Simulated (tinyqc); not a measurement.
Blur against noise: chemically amplified photoresist: aerial image, acid generation, bake, development and line width. Computed by tinyqc, a small Python program. Command: `OMP_NUM_THREADS=1 python tinyqc.py 3009178 3009179 out.jsonl resist walk`. One thread of a shared host (Intel(R) Xeon(R) Processor @ 2.30GHz), about 0.02 s of CPU time with the checks.

Lines and spaces of pitch p with a two-beam-like image; x = 0 is the middle of the bright space. The resist is positive and treated as uniform in depth.

Inputs (values chosen for the exercise, for a model resist at 13.5 nm):
```
quantity                      value     unit
pitch p                          27       nm
image contrast c               0.59        -
mean dose E                    7.93  mJ/cm^2
Dill parameter C              0.031  cm^2/mJ
bake time t                      60        s
photon energy                 91.84       eV
absorption coefficient alpha      5     1/um
```

Method:
- Dose E(x) = E [1 + c cos(2 pi x/p)]; acid h = 1 - exp(-C E(x)).
- Bake: the acid image is blurred by a Gaussian of variance sigma^2 = 2 D t (each Fourier term k of h, taken on 64 points, is multiplied by exp(-4 pi^2 k^2 D t/p^2)).
- For each sigma the edge is held at x = p/4; N is taken at the mean dose; edge noise = (dh/d ln E)/(sqrt(N V) |dh/dx|), both derivatives taken of the blurred acid, V = (2 sqrt(pi) sigma)^3, N = E alpha/(photon energy), 1 mJ/cm^2 = 62.41509 eV/nm^2.

Trade-off:
```
sigma/p  sigma (nm)  blur factor  photons in V  edge noise (nm)
0.02           0.54      0.99214    1.8902e-01           16.863
0.04           1.08      0.96891    1.5121e+00            6.082
0.07           1.89      0.90781    8.1040e+00            2.780
0.10           2.70      0.82087    2.3627e+01            1.784
0.14           3.78      0.67917    6.4832e+01            1.289
0.18           4.86      0.52753    1.3779e+02            1.132
0.22           5.94      0.38467    2.5158e+02            1.147
0.27           7.29      0.23717    4.6505e+02            1.367
0.33           8.91      0.11653    8.4908e+02            2.059
```

What does the comparison show, and why?

The noise is least near sigma/p = 0.18 among these rows. More diffusion averages over more photons (noise falls as sigma^(-3/2)) until it erases the image slope (factor exp(-2 pi^2 sigma^2/p^2)); for a pure cosine the two balance at sigma/p = sqrt(3/8)/pi = 0.195. Caution: for a film thinner than the blur the noise falls as 1/sigma only, and the optimum moves to sigma/p = 1/(2 pi) = 0.159. Caution: rows with under about ten photons in V are beyond a Gaussian noise estimate.

Extremes, crossings and ranges named in words are read from the listed rows.
